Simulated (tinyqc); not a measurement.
# Inversion-layer mobility, back-scattering and ballistic limit of a field-effect transistor, step by step

A worked calculation. Computed by tinyqc, a small Python program that keeps every step. Command: `OMP_NUM_THREADS=1 python tinyqc.py 3009845 3009846 out.jsonl mos walk`. One thread of a shared host (Intel(R) Xeon(R) Processor @ 2.30GHz), about 0.01 s of CPU time with the checks. Intermediate numbers are printed to about 5 digits and carried at full precision; extremes and crossings named in words are read from the listed rows.

The charge at the top of the source barrier is fixed by the gate; series resistance and short-channel effects are left out. F_j are Fermi integrals normalised to exp(eta) in the classical limit.

Inputs (values chosen for the exercise, modelled on a strained silicon n-channel):
```
quantity                                       value        unit
transport mass m                                 0.2         m_0
valley degeneracy g_v                              2           -
weight w of the inversion charge                 0.5           -
permittivity eps                                11.7           -
phonon mobility at 1 MV/cm and 300 K, mu_ph      630  cm^2/(V s)
roughness mobility at 1 MV/cm, mu_sr            2300  cm^2/(V s)
Coulomb mobility at N_inv = 1e12/cm^2, mu_C      810  cm^2/(V s)
electrical oxide thickness t_inv                 2.4          nm
depletion charge N_dep                       3.7e+11      1/cm^2
gate overdrive V_G - V_T                        0.68           V
drain voltage V_D                                  1           V
channel length L                                  21          nm
exponent a of the critical length               0.75           -
temperature T                                     77           K
```

Statistics at the top of the barrier: Fermi-Dirac.

Constants: eps_0 = 8.8541878128e-12 F/m; e = 1.602176634e-19 C; m_0 = 9.1093837015e-31 kg; k_B = 1.380649e-23 J/K; hbar = 1.054571817e-34 J s; k_B = 8.617333262e-05 eV/K.

## Charge and field

N_inv = 3.9 eps_0 (V_G - V_T)/(e t_inv); effective field E_eff = e (N_dep + w N_inv)/(eps eps_0).

inversion density N_inv = 6.1066e+12 1/cm^2

effective field E_eff = 0.52945 MV/cm

## Effective mobility

mu_phonon = mu_ph (E_eff/1 MV/cm)^(-0.3) (T/300 K)^(-1.75); mu_rough = mu_sr (E_eff/1 MV/cm)^(-2); mu_Coulomb = mu_C (N_inv/1e12 cm^-2) (T/300 K); Matthiessen's rule adds 1/mu.

phonon part = 8237.5 cm^2/(V s)

roughness part = 8205.1 cm^2/(V s)

Coulomb part = 1269.6 cm^2/(V s)

effective mobility mu = 969.99 cm^2/(V s)

The Coulomb part is the lowest and holds 76 % of 1/mu.

## Ballistic limit

F_j(eta) = (1/Gamma(j + 1)) int_0^infinity x^j/(1 + exp(x - eta)) dx, F_0 = ln(1 + exp(eta)). Integrals over x = E/(k_B T) use 160 Gauss-Legendre points in u = sqrt(x) from 0 to sqrt(max(eta, 0) + 32). Ballistic channel: N_2D = g_v m k_B T/(pi hbar^2), U = e V_D/(k_B T); eta_F solves N_inv = (N_2D/2)[F_0(eta_F) + F_0(eta_F - U)]; v_T = sqrt(2 k_B T/(pi m)); I/W = e (N_2D/2) v_T [F_1/2(eta_F) - F_1/2(eta_F - U)]; injection velocity v_T F_1/2(eta_F)/F_0(eta_F).

N_2D = 1.1087e+12 1/cm^2

eta_F = 11.016

thermal velocity v_T = 0.60949 1e7 cm/s

injection velocity = 1.5373 1e7 cm/s

ballistic current I/W = 1504.1 microampere/micrometre

Degeneracy raises the injection velocity by a factor 2.52.

## Back-scattering

Mean free path lambda = (2 k_B T/e)(mu/v_T) F_0(eta_0)/F_-1/2(eta_0), with eta_0 from N_inv = N_2D F_0(eta_0); critical length l = L (1 + U)^(-a), an empirical rule; back-scattering r = l/(l + lambda). Then eta solves N_inv = (N_2D/2)[(1 + r) F_0(eta) + (1 - r) F_0(eta - U)] and I/W = e (N_2D/2) v_T (1 - r)[F_1/2(eta) - F_1/2(eta - U)]. Ballistic ratio: I over the ballistic current. Apparent mobility 1/(1/mu + 1/mu_B), mu_B = mu L/lambda.

eta_0 = 5.5038

mean free path lambda = 44.663 nm

critical length l = 0.48581 nm

back-scattering coefficient r = 0.010760

current I/W = 1464.5 microampere/micrometre

ballistic ratio = 0.97370

apparent low-field mobility = 310.22 cm^2/(V s)

L/lambda = 0.47, but at this drain voltage only the first 0.486 nm can return a carrier to the source, so the device works at 97 % of its ballistic limit. Caution: in a degenerate gas the layer that can return carriers is set by E_F rather than k_B T, so l is underestimated.

## Channel length

The last column is the long-channel law e N_inv mu V/L with V = V_D - V_D^2/(2 V_ov) below pinch-off and V_ov/2 above, V_ov = V_G - V_T.

Currents (microampere/micrometre):
```
L (nm)        r     I/W  ballistic ratio  long-channel law
5       0.00258  1494.5          0.99362             64534
10      0.00515  1485.0          0.98731             32267
20      0.01025  1466.4          0.97492             16133
40      0.02030  1430.4          0.95101              8067
80      0.03979  1363.3          0.90638              4033
160     0.07653  1245.6          0.82811              2017
400     0.17163   986.2          0.65569               807
1000    0.34122   643.1          0.42759               323
```

The current scales as L^-0.47 at the long end and as L^-0.01 at the short end, where it reaches 99 % of the ballistic 1500. The long-channel law passes the ballistic limit between 160 and 400 nm and has no meaning below. At 1000 nm the model gives 1.99 times the long-channel law; the rule for l is a fit for short devices and fails wherever the model exceeds that law. Raising mu by 10 % at 20 nm raises I by 0.2 %.

## The mobility curve

The formulas are those given above.

Mobilities (cm^2/(V s)):
```
V_G - V_T (V)  N_inv (1/cm^2)  E_eff (MV/cm)  phonon   roughness  Coulomb   total
0.03               2.6941e+11         0.0781   14629  3.7749e+05     56.0    55.8
0.06               5.3882e+11         0.0989   13627  2.3519e+05    112.0   111.1
0.12               1.0776e+12         0.1406   12263  1.1642e+05    224.0   219.6
0.20               1.7961e+12         0.1961   11097  5.9802e+04    373.4   359.1
0.35               3.1431e+12         0.3003    9765  2.5508e+04    653.5   598.1
0.50               4.4902e+12         0.4044    8931  1.4061e+04    933.5   797.2
0.75               6.7352e+12         0.5781    8023  6.8831e+03   1400.3  1016.2
1.00               8.9803e+12         0.7517    7415  4.0708e+03   1867.0  1091.6
1.50               1.3470e+13         1.0989    6617  1.9047e+03   2800.5   967.8
```

The lowest part is Coulomb from 0.0300 to 1.00, roughness at 1.50 V. The total peaks at 1092 near E_eff = 0.75 MV/cm: screening lifts it at low density and the field presses it down at high density.

Checks made by the program: long channel and small V_D against the drift formula e N mu V_D/L (relative difference 1e-03).
